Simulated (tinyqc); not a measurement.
# Elastic trap-assisted tunnelling through a dielectric: two studies

Emitter at x = 0 (Fermi level 0), collector at x = t (Fermi level -V), band edge U(x) = phi - F x, F = V/t. A trap at x has the energy E = U(x) - Et. With G(u) = (4/(3 F)) sqrt(mo/C) max(u, 0)^1.5, C = hbar^2/(2 m0): S1 = G(phi - E) - G(Et), S2 = G(Et) - G(phi - V - E), T1,2 = exp(-S1,2). The steady rate through one trap is nu T1 T2 (f1 - f2)/(T1 + T2), f1 = f(E), f2 = f(E + V), f(y) = 1/(1 + exp(y/Vt)); both contacts offer states at E.

Inputs (values chosen for the exercise); dielectric values close to those of silicon dioxide: temperature T = 300 K; barrier above the emitter Fermi level phi = 3.1 eV; tunnelling mass mo = 0.5 m0; thickness t = 7.7 nm; trap depth below the band edge of the dielectric Et = 2.77 eV; trap density Nt = 4.1e18 cm^-3; attempt frequency nu = 1e13 1/s; voltage V = 1.18 V.

Constants: q = 1.602176634e-19 C, kB = 1.380649e-23 J/K, hbar = 1.054571817e-34 J s, m0 = 9.1093837015e-31 kg, Vt = kB T/q, hbar^2/(2 m0) = 0.0380998212 eV nm^2. Results are converted to the units shown.

Each table varies one quantity; the others keep the values above.

## Effect of the trap depth

J = q Nt times the integral of the rate over x. Direct S = (4/(3 F)) sqrt(mo/C) [phi^1.5 - max(phi - V, 0)^1.5].

The same in every row: direct S = 88.2.

Results:

| Et (eV) | J (A/cm^2) | x of the peak over t | larger S there |
|---|---|---|---|
| 1.4 | 4.17e-29 | 0.453 | 32.6 |
| 1.65 | 4.05e-26 | 0.461 | 35.6 |
| 1.9 | 4.80e-23 | 0.467 | 38.4 |
| 2.15 | 6.67e-20 | 0.471 | 40.9 |
| 2.4 | 1.04e-16 | 0.474 | 43.3 |
| 2.91 | 2.58e-16 | 0.473 | 47.3 |
| 3.16 | 3.20e-17 | 0.475 | 49.4 |
| 3.41 | 4.34e-18 | 0.477 | 51.3 |

Estimate the missing row, Et = 2.65 eV.

Computed row:

| Et (eV) | J (A/cm^2) | x of the peak over t | larger S there |
|---|---|---|---|
| 2.65 | 2.45e-15 | 0.471 | 45.1 |

With this row back in the table: J goes from 4.17e-29 through a maximum of 2.45e-15 (at Et = 2.65 eV among the rows listed) to 4.34e-18 A/cm^2. Shallow traps near the emitter lie above its Fermi level and stay empty, while deep traps face higher barriers, so a middle depth conducts best.

## Effect of the thickness at fixed voltage

Same model as above.

Results:

| t (nm) | J (A/cm^2) | x of the peak over t | larger S there | direct S |
|---|---|---|---|---|
| 2.5 | 0.0279 | 0.469 | 15.1 | 28.6 |
| 3.4 | 1.29e-4 | 0.470 | 20.4 | 38.9 |
| 4.4 | 3.25e-7 | 0.471 | 26.4 | 50.4 |
| 5.3 | 1.49e-9 | 0.471 | 31.8 | 60.7 |
| 6.2 | 6.84e-12 | 0.472 | 37.2 | 71.0 |
| 8.1 | 7.90e-17 | 0.472 | 48.6 | 92.8 |
| 9 | 3.62e-19 | 0.472 | 53.9 | 103 |

Estimate the missing row, t = 7.1 nm.

Computed row:

| t (nm) | J (A/cm^2) | x of the peak over t | larger S there | direct S |
|---|---|---|---|---|
| 7.1 | 3.13e-14 | 0.472 | 42.6 | 81.3 |

With this row back in the table: J falls from 0.0279 to 3.62e-19 A/cm^2, on average 2.60 decades a nanometre, against 4.97 for the direct exponent: trap-assisted leakage falls more slowly, so it gains on direct tunnelling as the layer thickens.

Range of the model: Phonon-assisted (inelastic) capture, chains of traps and a spread of trap depths are left out.

Program tinyqc, `OMP_NUM_THREADS=1 python tinyqc.py 2370113 2370114 out.jsonl`; Intel Xeon 2.30GHz, shared host, one thread, about 0.04 s.
